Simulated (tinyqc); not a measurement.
Worked calculation: Luttinger-Kohn k.p, four valence bands. One step of it, computed by the program tinyqc.

Task: Levels at k. Diagonalise the Hermitian matrix.

H(k) at k (eV), order 3/2, 1/2, -1/2, -3/2:
```
[[0.096183, 0.007424-0.003485i, -0.030884+0.042689i, 0.000000],
 [0.007424+0.003485i, 0.040977, 0.000000, -0.030884+0.042689i],
 [-0.030884-0.042689i, 0.000000, 0.040977, -0.007424+0.003485i],
 [0.000000, -0.030884-0.042689i, -0.007424-0.003485i, 0.096183]]
```

Give: eigenvalues.

Result:

eigenvalues (eV): [0.0085, 0.0085, 0.1286, 0.1286]
